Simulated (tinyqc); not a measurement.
# Capacitance of parallel on-chip lines from Laplace's equation on a mesh, step by step

Program tinyqc, `OMP_NUM_THREADS=1 python tinyqc.py 2790145 2790146 out.jsonl`; Intel Xeon 2.30GHz, shared host, one thread, about 0.6 s. Printed values are rounded.

Cross-section of an endless row of equal lines between two grounded planes; neighbours are driven in antiphase (+1 V and -1 V), so the plane midway between two lines is at 0 V. By symmetry one quarter is solved: x runs from the centre of a line (column 0, mirror) to that midplane (column 3, 0 V), y from the mid-height of the line (row 0, mirror) to the ground plane (row 4, 0 V). The line fills columns 0 to 1 and rows 0 to 2 at 1 V. Cells beside the line (below row 2) have e2, cells above have e1. Each link between nodes has the conductance g = mean permittivity of the two cells beside it (a cell beyond a mirror counts as 0), and the free nodes obey sum g (V_neighbour - V) = 0.

Parameters, values chosen for the exercise:
- e1 = 3 (relative permittivity above and below the lines)
- e2 = 1 (relative permittivity between the lines)
- om = 1.4 (over-relaxation factor)

Constants: eps0 = 8.8541878128e-12 F/m. Results are converted to the units shown.

## Link conductances

gx[j, i] joins node (row j, column i) to column i + 1, gy[j, i] to row j + 1.

gx:
```
       col 0  col 1  col 2
row 0    0.5    0.5    0.5
row 1      1      1      1
row 2      2      2      2
row 3      3      3      3
row 4    1.5    1.5    1.5
```

gy:
```
       col 0  col 1  col 2  col 3
row 0    0.5      1      1    0.5
row 1    0.5      1      1    0.5
row 2    1.5      3      3    1.5
row 3    1.5      3      3    1.5
```

## Iteration 1: relaxation sweep

V at the start (V):
```
       col 0  col 1  col 2  col 3
row 0      1      1      0      0
row 1      1      1      0      0
row 2      1      1      0      0
row 3      0      0      0      0
row 4      0      0      0      0
```

One sweep visits the free nodes row by row from row 0, left to right, and replaces V by V + om (weighted mean of the neighbours - V), using new values at once.

V after sweep 1 (V):
```
         col 0    col 1    col 2    col 3
row 0  1.00000  1.00000  0.35000  0.00000
row 1  1.00000  1.00000  0.47250  0.00000
row 2  1.00000  1.00000  0.43269  0.00000
row 3  0.35000  0.47250  0.31682  0.00000
row 4  0.00000  0.00000  0.00000  0.00000
```

## Iteration 2: relaxation sweep

As before.

V after sweep 2 (V):
```
         col 0    col 1    col 2    col 3
row 0  1.00000  1.00000  0.54075  0.00000
row 1  1.00000  1.00000  0.50170  0.00000
row 2  1.00000  1.00000  0.43105  0.00000
row 3  0.54075  0.46115  0.18554  0.00000
row 4  0.00000  0.00000  0.00000  0.00000
```

## Course of the relaxation

Stop when no node changes by 1e-7 V. C = 4 eps0 sum g (difference of V along the link)^2, in aF/um.

Course of the iteration:
```
sweep  C (aF/um)  largest change (V)
1        173.224               0.472
2        165.591               0.191
3        163.211              0.0842
4        162.926              0.0282
5        162.858              0.0228
6        162.843              0.0120
7        162.841             5.22e-3
8        162.841             1.66e-3
9        162.841             7.38e-4
10       162.841             3.04e-4
11       162.841             6.43e-5
12       162.841             5.06e-5
13       162.841             1.72e-5
14       162.841             7.84e-6
15       162.841             6.05e-6
16       162.841             1.44e-6
17       162.841             3.16e-7
18       162.841             3.42e-7
19       162.841             9.80e-8
```

Converged in 19 sweeps. Over the last four sweeps the change shrinks by about 0.36 a sweep. C comes down from above, since the solution minimises the energy.

## Capacitance per length

converged V (V):
```
         col 0    col 1    col 2    col 3
row 0  1.00000  1.00000  0.48329  0.00000
row 1  1.00000  1.00000  0.46659  0.00000
row 2  1.00000  1.00000  0.38305  0.00000
row 3  0.45704  0.41408  0.19928  0.00000
row 4  0.00000  0.00000  0.00000  0.00000
```

C = 4 eps0 sum g (difference of V)^2 over all links (twice the energy of the four quarters, line at 1 V). Plate estimate without fringing: eps0 [2 e1 w/hd + 2 e2 t/(s/2)], w = 2 hx, t = 4 hx, s/2 = 2 hx, hd = 2 hx.

C = 162.841 aF/um
plate estimate = 88.5419 aF/um

C depends on the shape only, not on the mesh step hx. Meshes 6, 12 and 24 times finer extrapolate (Aitken) to 143.2 aF/um; this mesh is 14 % above that, and the plate estimate is 38 % below it.
